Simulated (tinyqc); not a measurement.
Forward curve with series resistance: current of a Schottky diode by thermionic-emission-diffusion theory, and its read-back from I-V-T and C-V data. Computed by tinyqc, a small Python program. Command: `OMP_NUM_THREADS=1 python tinyqc.py 3029030 3029031 out.jsonl schottky walk`. One thread of a shared host (Intel(R) Xeon(R) Processor @ 2.30GHz), about 0.01 s of CPU time with the checks.

Full ionisation, no tunnelling, no recombination current. V is the voltage across the junction itself, forward positive.

Inputs (values chosen for the exercise, modelled on p-type silicon): Richardson constant A* = 30.9 A/(cm^2 K^2); effective density of states at 300 K, N_c = 2.6e+19 1/cm^3; permittivity eps = 11.7; mobility mu = 420 cm^2/(V s); barrier without image force phi_0 (mean) = 0.527 eV; doping N = 2.1e+17 1/cm^3; series resistance R_s = 0.29 milliohm cm^2; junction voltage V = 0.15 V; temperature T = 300 K; standard deviation sigma = 42 meV; relative change of sigma^2 with bias, rho = 0.3 1/V.

Barrier: Gaussian spread of heights.

Constants: k_B = 8.617333262e-05 eV/K; e = 1.602176634e-19 C; eps_0 = 8.8541878128e-12 F/m.

Method:
- N_c(T) = N_c (T/300 K)^(3/2); V_bi = phi_0 - (k_B T/e) ln(N_c(T)/N); surface field F = sqrt(2 e N (V_bi - V - k_B T/e)/(eps eps_0)); image lowering d_phi = sqrt(e F/(4 pi eps eps_0)); effective barrier phi = phi_0 - d_phi - sigma^2 (1 - rho V)/(2 k_B T).
- Collection velocity v_R = A* T^2/(e N_c(T)); diffusion velocity v_D = mu F; J = e N_c(T) v_R/(1 + v_R/v_D) exp(-phi/k_B T) [exp(e V/k_B T) - 1].
- Terminal voltage V + J R_s; apparent ideality from neighbouring rows, (e/k_B T) dV_terminal/d ln J.

built-in voltage V_bi = 0.402426 V

Forward curve; the last column belongs to the interval up to the next row:
```
V (V)   J (A/cm^2)  terminal voltage (V)  apparent n
0.0877  1.9600e+00                0.0883       1.075
0.1220  7.1082e+00                0.1241       1.209
0.1560  2.4889e+01                0.1632       1.613
0.1900  8.6135e+01                0.2150       2.972
0.2240  2.9494e+02                0.3095       7.543
0.2580  9.9605e+02                0.5469      22.645
0.2920  3.2921e+03                1.2467      70.638
0.3260  1.0446e+04                3.3553           -
```

What does the comparison show, and why?

The resistance takes over where J R_s exceeds k_B T/e, at J = 89.1 A/cm^2; the apparent ideality climbs from 1.07 to 70.6, so barrier and n must be read below that current. Rows where the resistance drops more than 1 V are formal, since self-heating is left out.
